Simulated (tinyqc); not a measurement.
Avalanche multiplication and breakdown of a junction from ionisation integrals: one step, computed by the program tinyqc. Command: `OMP_NUM_THREADS=1 python tinyqc.py 3023018 3023019 out.jsonl impact walk`. One thread of a shared host (Intel(R) Xeon(R) Processor @ 2.30GHz), about 0.02 s of CPU time with the checks.

Ionisation coefficients follow the local field. Position x runs through the depletion layer from the p side (x = 0), where electrons enter, to the n side (x = w), where holes enter. The built-in voltage is neglected.

Problem. Multiplication and noise. M_n = 1/(1 - I_n), M_p = M_n exp(-Phi(w)); McIntyre excess noise for the carrier with the larger M, F_x = k M + (1 - k)(2 - 1/M), with k = (smaller M - 1)/(larger M - 1).

Junction: linearly graded.

Every 50th point:
```
x (micrometre)  F (MV/cm)  alpha_n (1/cm)  alpha_p (1/cm)           Phi   I_n up to x
0.000000        0.0000000               0               0             0             0
0.290420        0.1118040    2.077199e-03    1.934677e-05  1.993127e-09  2.008394e-09
0.580840        0.1916641    1.849151e+02    3.595507e+01  8.356013e-04  9.950034e-04
0.871261        0.2395801    1.846012e+03    6.629034e+02  1.880716e-02  2.685874e-02
1.161681        0.2555521    3.075751e+03    1.265557e+03  6.506704e-02  1.003319e-01
1.452101        0.2395801    1.846012e+03    6.629034e+02  1.113269e-01  1.705271e-01
1.742521        0.1916641    1.849151e+02    3.595507e+01  1.292985e-01  1.936985e-01
2.032942        0.1118040    2.077199e-03    1.934677e-05  1.301341e-01  1.945728e-01
2.323362        0.0000000               0               0  1.301341e-01  1.945728e-01
```

Give: M_n; M_p; effective k; excess noise factor.

Solution.

M_n = 1.242

M_p = 1.090

effective k = 0.3729

excess noise factor = 1.212

Injecting electrons gives the larger gain and, at equal gain, the lower noise.
